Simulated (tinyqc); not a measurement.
Minimum-mode following (dimer method) and harmonic rate on a two-dimensional model surface. Changing the curvature c. Computed by tinyqc, a small Python program. Command: `OMP_NUM_THREADS=1 python tinyqc.py 3001886 3001887 out.jsonl dimer sweep`. One thread of a shared host (Intel(R) Xeon(R) Processor @ 2.30GHz), about 0.06 s of CPU time with the checks.

V(x, y) = h u^2 + t x + (kappa/2)(y + c u)^2 with u = x^2/w^2 - 1; the path runs from the minimum near (-w, 0) to that near (w, 0).

Inputs (values chosen for the exercise, for a model surface):
```
quantity                                                 value           unit
height h                                                  0.88             eV
half width w                                               1.2       angstrom
transverse stiffness kappa                                 1.6  eV/angstrom^2
tilt t                                                 -0.0072    eV/angstrom
start as a fraction of the way from minimum to saddle     0.46              -
offset of the start in y                                 -0.13       angstrom
first angle of the dimer                                    -5        degrees
half length delta                                        0.005       angstrom
step factor eta                                          0.077  angstrom^2/eV
mass M                                                      32              u
temperature T                                              400              K
```

Surface: curved double well.

Constants: nu for 1 eV/(angstrom^2 u) = 15.6333042 THz; k_B = 8.617333262e-05 eV/K.

Method:
- Newton steps x(new) = x - H^-1 grad V (moves limited to 0.3 angstrom) from (-w, 0), (w, 0) and (0, c) give the two minima and the saddle.
- Dimer at R with unit axis N = (cos phi, sin phi) and normal T = (-sin phi, cos phi). Gradients g at R +/- delta N and at R +/- delta T give H N and H T by central differences, (g+ - g-)/(2 delta). With C_N = N.H N, C_T = T.H T and b = T.H N, rotate by theta = (1/2) atan2(-2b, C_T - C_N), the angle of least curvature C = (C_N + C_T)/2 - sqrt((C_N - C_T)^2/4 + b^2).
- Translate along F = -g + 2 (g.N) N if C < 0, else along F = (g.N) N, with the new axis: R(new) = R + eta F, the move limited to 0.2 angstrom.
- R0 = start minimum + fraction x (saddle - minimum) + (0, offset). Stop when |g| is below 1e-5 eV/angstrom, after 150 steps at most.
- Diagonalise the Hessian at the start minimum and at the saddle; nu = 15.6333042 THz x sqrt(|lambda|/M).
- Vineyard prefactor nu* = nu1 nu2 (minimum)/nu2 (saddle); k = nu* exp(-E_b/(k_B T)).

One run for each value:
```
curvature c (angstrom)  prefactor nu* (THz)  barrier from the start (eV)  steps  rate k (1/s)
0.10                                 6.0993                      0.87138     78        64.036
0.25                                 6.0993                      0.87138     79        64.036
0.40                                 6.0993                      0.87138     80        64.036
0.55                                 6.0993                      0.87138     80        64.036
0.70                                 6.0993                      0.87138     79        64.036
0.85                                 6.0993                      0.87138     74        64.036
1.00                                 6.0993                      0.87138     78        64.036
```

Over the rows, prefactor nu* (THz) falls from 6.099285 to 6.099265; barrier from the start (eV) does not change; steps lies between 74.0 and 80.0 without a single trend. The exponent of barrier from the start stays at 0: bending the valley does not change the height of its floor. The determinant of the Hessian at the minimum does not depend on c; only the tilt, which moves the saddle off centre, lets c stiffen its stable mode and lower nu*. Steps include the final check.

Extremes, crossings and ranges named in words are read from the listed rows.
